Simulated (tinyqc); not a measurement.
Three-band tight binding of a dichalcogenide monolayer, step by step. Values are carried at full precision from step to step, so a last printed digit may differ when a step is redone from the rounded ones.

Basis dz2, dxy, dx2-y2 on a triangular lattice, nearest neighbours; alpha = kx a/2, beta = sqrt3 ky a/2. h0 = e1 + 2 t0 (cos 2alpha + 2 cos alpha cos beta); h1 = -2 sqrt3 t2 sin alpha sin beta + 2i t1 (sin 2alpha + sin alpha cos beta); h2 = 2 t2 (cos 2alpha - cos alpha cos beta) + 2i sqrt3 t1 cos alpha sin beta; h11 = e2 + 2 t11 cos 2alpha + (t11 + 3 t22) cos alpha cos beta; h22 = e2 + 2 t22 cos 2alpha + (3 t11 + t22) cos alpha cos beta; h12 = sqrt3 (t22 - t11) sin alpha sin beta + 4i t12 sin alpha (cos alpha - cos beta) + i lam sz. H = [[h0, h1, h2], [., h11, h12], [., ., h22]], Hermitian; the lowest band of each spin is filled. K = (4 pi/3a, 0), M = (pi/a, pi/(sqrt3 a)).

Inputs chosen for the exercise (near a published set for monolayer WSe2; shifted at random, so the results belong to these values and not to a real crystal):
- a = 3.325 angstrom (lattice constant)
- e1 = 0.941 eV (level of dz2)
- e2 = 2.201 eV (level of dxy and dx2-y2)
- t0 = -0.205 eV (hopping)
- t1 = 0.446 eV (hopping)
- t2 = 0.48 eV (hopping)
- t11 = 0.261 eV (hopping)
- t12 = 0.325 eV (hopping)
- t22 = 0.033 eV (hopping)
- lam = 0.231 eV (spin-orbit constant)
- sz = 1 (spin)
- k = (0.46, 0.52) 1/angstrom (wave vector)

## H at one k

Form alpha, beta and the matrix.

alpha, beta (rad): 0.76475  1.49736

H (eV):
```
,z2,xy,x2-y2
z2,0.8807,-1.1481+0.9366i,-0.0112+1.1118i
xy,-1.1481-0.9366i,2.2416,-0.2727+0.8144i
x2-y2,-0.0112-1.1118i,-0.2727-0.8144i,2.2469
```

## Levels and weights

Diagonalise H.

levels (eV): -0.7148  2.7516  3.3324

weights:
```
,band 1,band 2,band 3
z2,0.572,0.239,0.190
xy,0.249,0.145,0.606
x2-y2,0.180,0.616,0.204
```

## Closed forms at K and Gamma

Three-band model of dz2 (level e1) and dxy, dx2-y2 (level e2), spin sz = +/-1; t1 and t2 drop out at these points. At K: e2 - (3/2)(t11 + t22) - 3 sqrt3 t12 + lam sz (valence), e1 - 3 t0 (conduction), e2 - (3/2)(t11 + t22) + 3 sqrt3 t12 - lam sz. At Gamma: e1 + 6 t0 (valence) and e2 + 3 (t11 + t22) -/+ lam.

Levels (eV):
```
point,band 1,band 2,band 3
"K, spin up",0.3023,1.5560,3.2177
"K, spin down",-0.1597,1.5560,3.6797
Gamma,-0.2890,2.8520,3.3140
```

smallest direct gap at K = 1.2537 eV
Ev(K) - Ev(Gamma) = 0.5913 eV

Of the two points, the valence band is higher at K, by 591 meV. The dz2 conduction state at K has no atomic orbital angular momentum (Lz = 0) and is not split at this order.

## Bands for both spins

The two lowest bands at the points named.

Levels (eV):
```
k,"v, up","c, up","v, down","c, down"
G,-0.2890,2.8520,-0.2890,2.8520
G-K 0.25,-0.4594,2.8076,-0.4935,2.9081
G-K 0.5,-0.5751,2.7427,-0.7289,2.9392
G-K 0.6,-0.5099,2.7881,-0.7178,2.7670
G-K 0.75,-0.2465,2.3746,-0.5403,2.2371
G-K 0.9,0.1565,1.7474,-0.2514,1.6980
K,0.3023,1.5560,-0.1597,1.5560
K-M 0.5,-0.1964,2.1919,-0.4623,2.0669
M,-0.5287,2.3441,-0.5287,2.3441
M-G 0.5,-0.6210,2.6759,-0.6210,2.6759
```

The spins are degenerate from M to Gamma, since a vertical mirror plane holds this line and flips sz, and the valence splitting is largest at K (462 meV). The lowest conduction level listed is at K. With nearest neighbours alone the model is made for the neighbourhood of K.

## Checks

- Closed forms at K against the matrix: they agree to 1e-10 or better.

Computed by tinyqc, a small Python program: `OMP_NUM_THREADS=1 python tinyqc.py 1451497 1451498 out.jsonl` (the numbers bound the seed that draws the inputs); one thread of a shared host (Intel(R) Xeon(R) Processor @ 2.30GHz), about 0.02 s for the whole set of steps.
